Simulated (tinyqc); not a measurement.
Schottky emission and Poole-Frenkel conduction in an insulator, and how to tell them apart: two steps of the calculation.

Schottky emission (electrode-limited): J = As T^2 exp[-(pb - b sqrt(F))/Vt], b = sqrt(q/(4 pi eps0 ei)). Poole-Frenkel emission (bulk-limited): J = s0 F exp[-(pt - 2 b sqrt(F))/Vt]. F in V/cm.

Values chosen for this exercise; dielectric values close to those of silicon nitride:
- T = 400 K (temperature)
- ei = 4.25 (high-frequency relative permittivity)
- es = 7.26 (static relative permittivity)
- pt = 1.2 eV (trap depth)
- s0 = 0.44 S/cm (Poole-Frenkel prefactor)
- pb = 0.8 eV (electrode barrier)
- As = 66 A/(cm^2 K^2) (Richardson constant)
- F = 2.1 MV/cm (field)

Constants: q = 1.602176634e-19 C, kB = 1.380649e-23 J/K, Vt = kB T/q, eps0 = 8.8541878128e-14 F/cm where lengths are in cm. Results are converted to the units shown.

Problem 1. Both currents at one field. Lowerings b sqrt(F) and 2 b sqrt(F); the image-force maximum lies at sqrt(q/(16 pi eps0 ei F)) from the electrode.

Find: Schottky lowering; position of the barrier top; Poole-Frenkel lowering; J, Schottky; J, Poole-Frenkel.

Solution 1.

Schottky lowering = 266.74 meV
position of the barrier top = 0.63510 nm
Poole-Frenkel lowering = 533.48 meV
J, Schottky = 2.0179 A/cm^2
J, Poole-Frenkel = 0.0036977 A/cm^2

Injection and bulk transport act in series, so the smaller capacity limits the current: here the bulk, by a factor of 546.

Problem 2. Which mechanism made these data. The data come from another sample of the same dielectric, in which one mechanism alone limits the current. Fit straight lines by least squares: ln J on sqrt(F) (Schottky plot, slope b/Vt) and ln(J/F) on sqrt(F) (Poole-Frenkel plot, slope 2 b/Vt), F in V/cm, and read a permittivity from each slope. The right mechanism gives a value near ei, and in any case between ei and es.

```
point  F (MV/cm)  J (A/cm^2)
0           1.12       1.051
1           1.97       6.645
2           2.81       28.51
3           3.66         101
4            4.5       306.9
```

Find: slope of the Schottky plot; permittivity read as Schottky; slope of the Poole-Frenkel plot; permittivity read as Poole-Frenkel.

Solution 2.

slope of the Schottky plot = 0.005340 (cm/V)^0.5
permittivity read as Schottky = 4.250
slope of the Poole-Frenkel plot = 0.004036 (cm/V)^0.5
permittivity read as Poole-Frenkel = 29.75

Both plots are nearly straight, so straightness decides nothing. Read as Schottky the data give 4.25, which matches ei = 4.25; read as Poole-Frenkel they give 29.8, above even the static value 7.26. The data were made by Schottky emission.

Program tinyqc, `OMP_NUM_THREADS=1 python tinyqc.py 2370128 2370129 out.jsonl`; Intel Xeon 2.30GHz, shared host, one thread, about 0.01 s.
